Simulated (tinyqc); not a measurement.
From results back to parameters: band-to-band tunnelling across a p-n junction in a two-band chain. Two cases, with inputs chosen for the exercise.

Problem. In a uniform field T = exp(-B/F), B = (pi/4) sqrt(m/c) Eg^(3/2), c = hbar^2/2m0, 1 V/angstrom = 100 MV/cm. m is the band-edge mass, the same for both bands (twice the reduced mass). The ratio below comes from a hidden m.

Constants: hbar^2/2m0 = 3.80998211 eV angstrom^2.

Case 1.

Values chosen (out of a larger set: gap and mass near those of GaAs; not measured data): Eg = 1.484 eV (gap); F1 = 0.95 MV/cm (first field); F2 = 3.18 MV/cm (second field).

ln(T2/T1) = 14.890064

Case 2.

Values chosen (out of a larger set: gap and mass near those of GaAs; not measured data): Eg = 1.468 eV (gap); F1 = 0.96 MV/cm (first field); F2 = 3.49 MV/cm (second field).

ln(T2/T1) = 14.691413

Find: B; m.

Solution. B is the logarithm over 1/F1 - 1/F2, and m = c (4B/pi)^2/Eg^3 with B in V/angstrom.

Case 1.

B = 20.172 MV/cm
m = 0.0769 m0

Case 2.

B = 19.455 MV/cm
m = 0.0739 m0

Computed by tinyqc, one run a case: `OMP_NUM_THREADS=1 python tinyqc.py N N+1 out.jsonl` with N = 1482436, 1482476; one thread of a shared Intel(R) Xeon(R) Processor @ 2.30GHz, about 0.01 s a run at most.
